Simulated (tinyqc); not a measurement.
# Energy and delay of logic against supply voltage: effects of single changes

One expression serves below and above threshold: I(Vg) = Ik [ln(1 + exp((Vg - VT + dd V)/(al nf Vt)))]^al, with I_on = I(V) and I_off = I(0). Gate delay td = kd C V/I_on, clock period LD td. Per gate and cycle the switching energy is act C V^2 and the leakage energy I_off V LD td. No short-circuit current, no variation. Minima are sought above 0.09 V; below a few Vt gates no longer switch and the model has no meaning.

Parameters, values chosen for the exercise; values of the order met in logic technologies:
- T = 300 K (temperature)
- VT = 0.22 V (threshold voltage at zero drain bias)
- nf = 1.28 (slope factor)
- dd = 0.07 (barrier lowering per volt of supply)
- Ik = 1.1 uA (specific current of a gate)
- al = 1.53 (exponent of the current law)
- C = 3.8 fF (load capacitance of a gate)
- kd = 1.2 (delay factor)
- LD = 12 (logic depth)
- act = 0.01 (activity factor)

Constants: q = 1.602176634e-19 C, kB = 1.380649e-23 J/K, Vt = kB T/q. Results are converted to the units shown.

Each table varies one quantity; the others keep the values above.

## Energy and delay against supply voltage

EDP = energy times td.

Energy and delay against supply voltage:

| V (V) | I_on (uA) | I_off (nA) | td (ps) | switching (aJ) | leakage (aJ) | energy (aJ) | EDP (fJ ps) |
|---|---|---|---|---|---|---|---|
| 0.17 | 0.2564 | 2.017 | 3023 | 1.098 | 12.44 | 13.54 | 40.93 |
| 0.28 | 2.614 | 2.541 | 488.4 | 2.979 | 4.169 | 7.149 | 3.491 |
| 0.4 | 9.615 | 3.267 | 189.7 | 6.080 | 2.974 | 9.054 | 1.718 |
| 0.51 | 18.99 | 4.111 | 122.5 | 9.884 | 3.082 | 12.97 | 1.588 |
| 0.63 | 31.56 | 5.280 | 91.03 | 15.08 | 3.634 | 18.72 | 1.704 |
| 0.74 | 44.90 | 6.638 | 75.15 | 20.81 | 4.430 | 25.24 | 1.897 |
| 0.86 | 61.21 | 8.515 | 64.06 | 28.10 | 5.630 | 33.73 | 2.161 |
| 0.97 | 77.64 | 10.69 | 56.97 | 35.75 | 7.090 | 42.84 | 2.441 |
| 1.09 | 97.05 | 13.69 | 51.22 | 45.15 | 9.171 | 54.32 | 2.782 |
| 1.2 | 116.1 | 17.16 | 47.13 | 54.72 | 11.64 | 66.36 | 3.127 |

What does the comparison show, and why?

td falls from 3020 to 47.1 ps; the energy goes from 13.5 through a minimum of 7.15 (at V = 0.28 V among the rows listed) to 66.4 aJ and the EDP goes from 40.9 through a minimum of 1.59 (at V = 0.51 V among the rows listed) to 3.13 fJ ps. The exact minima lie at V = 0.287 V for the energy and 0.495 V for the EDP. Going from 1.2 V to the energy minimum saves a factor of 9.30 in energy and costs a factor of 9.54 in delay. Below the minimum the leakage energy rises faster than the switching energy falls, because the clock period grows so steeply.

## Optimum supplies against the logic depth

Same model as above.

V_min minimises the energy and V_EDP the product of energy and td.

Optimum supplies against the logic depth:

| LD | V_min (V) | energy at V_min (aJ) | leakage share (%) | clock at V_min (MHz) | V_EDP (V) | clock at V_EDP (GHz) |
|---|---|---|---|---|---|---|
| 5 | 0.2467 | 4.521 | 48.86 | 264.6 | 0.4584 | 1.369 |
| 8 | 0.2684 | 5.731 | 52.24 | 222.3 | 0.4762 | 0.9131 |
| 12 | 0.2874 | 7.136 | 56.03 | 185.5 | 0.4947 | 0.6483 |
| 20 | 0.3114 | 9.636 | 61.75 | 142.0 | 0.5218 | 0.4229 |
| 30 | 0.3304 | 12.50 | 66.83 | 111.6 | 0.5453 | 0.3010 |
| 50 | 0.3531 | 17.90 | 73.52 | 79.47 | 0.5752 | 0.1948 |
| 80 | 0.3720 | 25.64 | 79.49 | 56.22 | 0.6006 | 0.1290 |
| 150 | 0.3928 | 43.23 | 86.44 | 33.81 | 0.6280 | 0.07294 |

What does the table show?

As LD goes from 5 to 150, V_min rises from 0.247 to 0.393 V, the energy there rises from 4.52 to 43.2 aJ, the clock there falls from 265 to 33.8 MHz and V_EDP rises from 0.458 to 0.628 V. act and LD enter V_min only through the ratio act/LD.

tinyqc, about 0.01 s, one thread, Intel Xeon 2.30GHz (shared host): `OMP_NUM_THREADS=1 python tinyqc.py 2082103 2082104 out.jsonl`
